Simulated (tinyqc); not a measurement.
Inside a calculation: shallow acceptor in the spherical four-band model. Values are carried at full precision from step to step, so a last printed digit may differ when a step is redone from the rounded ones.

Units Ry* = Ry/(g1 eps^2) and a* = a0 eps g1; mu = (6 g3 + 4 g2)/(5 g1) is the spherical heavy-light coupling and delta = (g3 - g2)/g1 the cubic term, which is left out.

Constants: Ry = 13.60569312 eV; a0 (Bohr radius) = 0.5291772105 angstrom.

Values chosen for the exercise (near those of a shallow acceptor in AlAs; the results hold for these values, not for the real material): g1 = 3.76 (Luttinger gamma1); g2 = 0.82 (gamma2); g3 = 1.42 (gamma3); eps = 10 (dielectric constant); al = (0.259, 1.55, 9.32) 1/a*^2 (exponents a_i, the same for f and g); Dso = 0.282 eV (spin-orbit splitting).

## Units and couplings

Give Ry*, a*, mu, delta and the spherical masses 1/(g1 (1 -/+ mu)).

Ry* = 36.185 meV
a* = 19.90 angstrom
mu = 0.62766
delta = 0.1596

heavy and light mass (m0): 0.7143  0.1634

A hydrogen model with the heavy mass would bind by Ry*/(1 - mu) = 97.2 meV and with the light mass by 22.2 meV. delta/mu = 0.25: the cubic term is a modest correction.

## Matrices in a small basis

The ground state 1S3/2 has an L = 0 part f(r) and an L = 2 part g(r). In units of Ry* and a*, with Gaussians f_i = exp(-a_i r^2), g_i = r^2 exp(-a_i r^2), A = a_i + a_j and I(n) = Gamma((n + 1)/2)/(2 A^((n + 1)/2)): S_ff = I(2), S_gg = I(6), H_ff = (6 a_i a_j/A) I(2) - 2 I(1), H_gg = (14 a_i a_j/A) I(6) - 2 I(5), H_fg = -mu [15 I(2) - 20 a_j I(4) + 4 a_j^2 I(6)]; each function is then normalised. The split-off band is left out.

Form S and H.

S, lower triangle:
```
        f1      f2      f3      g1      g2      g3
f1  1.0000
f2  0.5863  1.0000
f3  0.1848  0.5848  1.0000
g1       0       0       0  1.0000
g2       0       0       0  0.2877  1.0000
g3       0       0       0  0.0194  0.2860  1.0000
```

H (Ry*), lower triangle:
```
         f1       f2        f3       g1      g2       g3
f1  -0.8472
f2  -0.9989   0.6766
f3  -1.0111   0.3119   18.2167
g1  -0.6296  -1.0840   -0.4405   0.9467
g2  -0.1811  -3.7679   -6.4796   0.4281  8.7308
g3  -0.0122  -1.0776  -22.6561  -0.0038  4.1863  60.0436
```

## Ground state in the small basis

Solve H u = E S u for the lowest level of the acceptor; the first half of the basis is L = 0 and the second L = 2. Give E, E without the f-g block, and the L = 2 weight u_g S_gg u_g with u S u = 1.

E = -1.526 Ry*
E without coupling = -0.977 Ry*
L = 2 weight = 0.161

Without the coupling the exact value is -1, which this basis, tuned to the compact coupled state, misses by 0.023. The coupling to L = 2 takes the level to 1.53 times that exact value.

## Converged result

Converged values use 22 exponents 2.2^i, i = -7 to 14, for f and for g.
Ground and next level of the same symmetry, L = 2 weight and mean radius.

1S3/2 and 2S3/2 (Ry*): -1.581  -0.452

binding energies (meV): 57.2  16.4

L = 2 weight = 0.177
<r> = 20.1 angstrom

The small basis reaches 97 % of the binding. The ratio 1S/2S is 3.50 (4 for hydrogen). The binding is 0.20 of Dso, so leaving out the split-off band is safe.

## Checks

- Level at mu = 0 against -1 Ry*: both -1.0000.
- Ground level from a second, denser basis, Ry*: both -1.581.

(tinyqc, `OMP_NUM_THREADS=1 python tinyqc.py 1280561 1280562 out.jsonl`, Intel(R) Xeon(R) Processor @ 2.30GHz, 1 thread, shared host, about 0.2 s.)
